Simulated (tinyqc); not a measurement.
# Worked calculation: short-channel transistor, virtual-source model with series resistance

Numbers from tinyqc (`OMP_NUM_THREADS=1 python tinyqc.py 2380089 2380090 out.jsonl`; about 0.01 s on one thread of a shared Intel Xeon 2.30GHz). Printed values are rounded.

The current per gate width is the charge at the top of the source barrier (the virtual source) times its velocity times a saturation function; al and be are fitting constants of the model. Units: I in uA/um, Rs in ohm um, so I Rs = 1e-6 I Rs in volts; Q in uC/cm^2, so I = 1e-4 Q vx0 Fsat with vx0 in cm/s.

Parameters, values chosen for the exercise:
- T = 300 K (temperature)
- Cinv = 1.22 uF/cm^2 (inversion capacitance)
- vx0 = 2.64e7 cm/s (velocity at the virtual source)
- mu = 97 cm^2/(V s) (apparent mobility)
- L = 32 nm (channel length)
- VT0 = 0.278 V (threshold at zero drain voltage)
- dl = 0.03 V/V (drain-induced barrier lowering)
- n0 = 1.2 (subthreshold factor)
- nd = 0 1/V (growth of n with drain voltage)
- al = 3.5 (threshold shift (in units of Vt) from weak to strong inversion)
- be = 1.8 (sharpness of saturation)
- Rs = 30 ohm um (series resistance of each contact)
- Vgs = 0.75 V (gate voltage)
- Vds = 0.75 V (drain voltage)

Constants: q = 1.602176634e-19 C, kB = 1.380649e-23 J/K, Vt = kB T/q. Results are converted to the units shown.

## Iteration 1: current through the series resistance

I at the start = 0 uA/um

Intrinsic voltages Vg' = Vgs - I Rs, Vd' = Vds - 2 I Rs. n = n0 + nd Vd', VT = VT0 - dl Vd', Ff = 1/(1 + exp((Vg' - VT + al Vt/2)/(al Vt))), Q = Cinv n Vt ln(1 + exp((Vg' - VT + al Vt Ff)/(n Vt))), Vdsat = (vx0 L/mu)(1 - Ff) + Vt Ff, Fsat = u/(1 + u^be)^(1/be) with u = Vd'/Vdsat, and I(out) = Q vx0 Fsat per width. (Fsat takes the sign of u.) Newton step: I(new) = I + (I(out) - I)/(1 - s), s = dI(out)/dI by a central difference with +/- 0.001 uA/um.

Vg' = 0.75 V
Vd' = 0.75 V
VT = 0.2555 V
Ff = 0.00256002
Q = 0.603573 uC/cm^2
Vdsat = 0.868764 V
Fsat = 0.629123
I(out) = 1002.46 uA/um
s = -0.109149
I after iteration 1 = 903.814 uA/um

## Iteration 2: current through the series resistance

As before.

Vg' = 0.722886 V
Vd' = 0.695771 V
VT = 0.257127 V
Ff = 0.00351383
Q = 0.568614 uC/cm^2
Vdsat = 0.867958 V
Fsat = 0.602557
I(out) = 904.522 uA/um
s = -0.107512
I after iteration 2 = 904.454 uA/um

## Course of the iteration: current through the series resistance

Stop when I changes by less than 1e-7 uA/um, or after 80 iterations.

Course of the iteration:
```
iteration,I (uA/um),|change| (uA/um)
1,903.814,904
2,904.454,0.640
3,904.454,3.78e-7
4,904.454,< 1e-10
```

Converged in 4 iterations. The change falls from 900 in the first iteration to below the tolerance in the last.

## What the series resistance costs

converged I = 904.454 uA/um
I0 = 1002.46 uA/um

Intrinsic voltages Vg' = Vgs - I Rs, Vd' = Vds - 2 I Rs. n = n0 + nd Vd', VT = VT0 - dl Vd', Ff = 1/(1 + exp((Vg' - VT + al Vt/2)/(al Vt))), Q = Cinv n Vt ln(1 + exp((Vg' - VT + al Vt Ff)/(n Vt))), Vdsat = (vx0 L/mu)(1 - Ff) + Vt Ff, Fsat = u/(1 + u^be)^(1/be) with u = Vd'/Vdsat, and I = Q vx0 Fsat per width. I0 is the current for Rs = 0. Effective velocity I/Q; transit time L Q/I.

loss against I0 = 9.77695 %
effective velocity = 1.59070e7 cm/s
transit time = 0.201169 ps

The carriers leave the virtual source at 60.3 % of vx0: Vd' is not large against Vdsat.
